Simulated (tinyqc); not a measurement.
# Square on-chip spiral inductor, lumped pi model: two studies

Outer diameter do = di + 2 n wd + 2 (n - 1) sp, mean da = (do + di)/2, fill p = (do - di)/(do + di), length l = 4 n da. L = 2.34 mu0 n^2 da/(1 + 2.75 p), mu0 = 4 pi 1e-7 H/m. Rs = rho l/(wd delta (1 - exp(-th/delta))), delta = sqrt(rho/(pi f mu0)). Cs = n wd^2 eps0 eo/hu across the coil. At each end Cox = l wd eps0 eo/(2 ho) leads to the substrate branch Rsi = 2 rs he/(l wd) in parallel with Csi = l wd eps0 11.7/(2 he). With one end grounded Y = 1/(Rs + i w L) + i w Cs + 1/[1/(i w Cox) + 1/(1/Rsi + i w Csi)], w = 2 pi f; Q = -Im Y/Re Y. Eddy currents in neighbouring turns and in the substrate are left out.

Inputs (values chosen for the exercise); values of the order met in silicon radio-frequency processes: number of turns n = 3.5; line width wd = 4 um; space between turns sp = 3 um; inner diameter di = 40 um; metal thickness th = 2 um; metal resistivity rho = 3 uohm cm; oxide below the coil ho = 4.2 um; oxide between coil and underpass hu = 1.4 um; relative permittivity of the oxide eo = 3.9; substrate resistivity rs = 100 ohm cm; effective spreading depth in the substrate he = 30 um; frequency f = 2 GHz.

Constants: eps0 = 8.8541878128e-12 F/m. Results are converted to the units shown.

Each table varies one quantity; the others keep the values above.

## Quality factor against frequency

Apparent inductance Im(1/Y)/w; share of the loss Re(substrate branch)/Re Y.

Results:

| f (GHz) | Rs (ohm) | w L/Rs | Q | apparent inductance (nH) | loss in the substrate (%) |
|---|---|---|---|---|---|
| 1.1 | 4.611 | 1.693 | 1.691 | 1.129 | 0.04333 |
| 1.7 | 4.993 | 2.416 | 2.412 | 1.130 | 0.09063 |
| 2.8 | 5.576 | 3.564 | 3.548 | 1.131 | 0.2114 |
| 4.6 | 6.367 | 5.127 | 5.074 | 1.135 | 0.4874 |
| 7.5 | 7.435 | 7.159 | 6.980 | 1.145 | 1.090 |
| 12 | 8.830 | 9.644 | 9.081 | 1.170 | 2.305 |
| 33 | 13.67 | 17.13 | 11.20 | 1.543 | 10.28 |
| 54 | 17.30 | 22.15 | 4.893 | 3.960 | 19.49 |

Estimate the missing row, f = 20 GHz.

Computed row:

| f (GHz) | Rs (ohm) | w L/Rs | Q | apparent inductance (nH) | loss in the substrate (%) |
|---|---|---|---|---|---|
| 20 | 10.90 | 13.02 | 11.13 | 1.252 | 5.023 |

With this row back in the table: Q goes from 1.69 through a maximum of 11.2 (at f = 33 GHz among the rows listed) to 4.89; the exact peak is 11.6 at 26.6 GHz and Q reaches zero at the self-resonance, 63.4 GHz. The share of the substrate rises from 0.0433 to 19.5 %, and the apparent inductance ends at 3.51 times L. At the peak the substrate takes 7.61 % of the loss. For f = 33, 54 the coil is longer than 0.15 of a wavelength in the oxide, where one lumped section is rough.

## Effect of the line width

Same model as above.

Peak Q and its frequency from a search over f; self-resonance where Im Y = 0; Q at the given f (negative beyond resonance).

Effect of the line width:

| wd (um) | L (nH) | do (um) | peak Q | f of the peak (GHz) | self-resonance (GHz) | Q at f |
|---|---|---|---|---|---|---|
| 2 | 1.134 | 69.00 | 8.727 | 43.34 | 100.6 | 1.555 |
| 4 | 1.129 | 83.00 | 11.61 | 26.61 | 63.40 | 2.742 |
| 6 | 1.151 | 97.00 | 12.99 | 19.18 | 46.64 | 3.754 |
| 9 | 1.207 | 118.0 | 13.89 | 13.26 | 33.13 | 5.092 |
| 13 | 1.305 | 146.0 | 14.14 | 9.096 | 23.48 | 6.670 |
| 18 | 1.445 | 181.0 | 13.83 | 6.270 | 16.82 | 8.377 |
| 25 | 1.657 | 230.0 | 13.03 | 4.139 | 11.70 | 10.21 |

What does the table show?

As wd goes from 2 to 25, L goes from 1.134 through a minimum of 1.129 (at wd = 4 among the rows listed) to 1.657 nH, the peak Q goes from 8.73 through a maximum of 14.1 (at wd = 13 among the rows listed) to 13.0, its frequency falls from 43.3 to 4.14 GHz and the self-resonance falls from 101 to 11.7 GHz.

Numbers from tinyqc (`OMP_NUM_THREADS=1 python tinyqc.py 2302059 2302060 out.jsonl`; about 0.01 s on one thread of a shared Intel Xeon 2.30GHz).
